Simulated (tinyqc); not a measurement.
Longitudinal sound in a periodic multilayer: transfer matrices, stop bands and folded phonons: one step, computed by the program tinyqc.

Layers 1 and 2 repeat with period d = d_1 + d_2; waves travel normal to the layers, without loss. State vector (u, s): displacement u and stress divided by omega. Impedances Z = rho v are in 1e6 kg/(m^2 s).

Problem. Transmission through N periods. A layer maps (u, s) by [[cos p, sin p/Z], [-Z sin p, cos p]], p = 2 pi f d_i/v_i; one period is M = M_2 M_1, and cos(q d) = trace(M)/2. For N periods A = M^N. A wave comes from a thick layer of material 1 and leaves into the substrate (Z_s): transmitted power T = 4 Z_1 Z_s/|Z_1 A_22 + Z_s A_11 - i (Z_1 Z_s A_12 - A_21)|^2, reflected power R = 1 - T.

Inputs (values chosen for the exercise, modelled on gallium arsenide (layer 1), aluminium arsenide (layer 2) and silicon (substrate)):

| quantity | value | unit |
|---|---|---|
| velocity v_1 | 4670 | m/s |
| thickness d_1 | 11.4 | nm |
| velocity v_2 | 5640 | m/s |
| thickness d_2 | 13.6 | nm |
| periods N | 4 | - |
| frequency f | 74.9 | GHz |

M:
```
            1           2
1  -0.7745528  0.03275236
2   -17.55521  -0.5487366
```

Z_2 = 21.6012

Z_1 = 24.751

Z of the substrate = 19.372

Give: A = M^N; transmitted power T; T in decibel.

Solution.

A = M^N:
```
        1        2
1  -1.006  0.01079
2  -5.782  -0.9318
```

transmitted power T = 0.9932

T in decibel = -0.02962 dB
